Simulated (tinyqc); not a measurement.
Effective-mass impurity with a central-cell term, in a basis of Slater functions: one step, computed by the program tinyqc. Command: `OMP_NUM_THREADS=1 python tinyqc.py 3028117 3028118 out.jsonl centralcell walk`. One thread of a shared host (Intel(R) Xeon(R) Processor @ 2.30GHz), about 0.01 s of CPU time with the checks.

The envelope obeys H = -nabla^2 - (2/r) [Z + A exp(-kappa r)] in effective units, with kappa = a*/lambda; positive A deepens the well near the core.

Task: Effective units. Units: Ry* = Ry m/eps^2 and a* = a_0 eps/m, with m in m_0. kappa = a*/lambda; the hydrogenic ground state is bound by Z^2 Ry*.

Inputs (values chosen for the exercise, for a model semiconductor): effective mass m = 0.731 m_0; dielectric constant eps = 5.71; charge Z of the core = 2; central-cell range lambda = 1.2 angstrom.

Impurity: acceptor, one isotropic band.

Constants: Ry = 13.605693123 eV; a_0 = 0.529177210903 angstrom.

Give: Ry*; a*; kappa; hydrogenic binding energy.

Result:

Ry* = 305.05 meV

a* = 4.1335 angstrom

kappa = 3.4446 1/a*

hydrogenic binding energy = 1220.2 meV

Caution: the effective Bohr radius is only a few bond lengths, so the envelope approximation is rough.
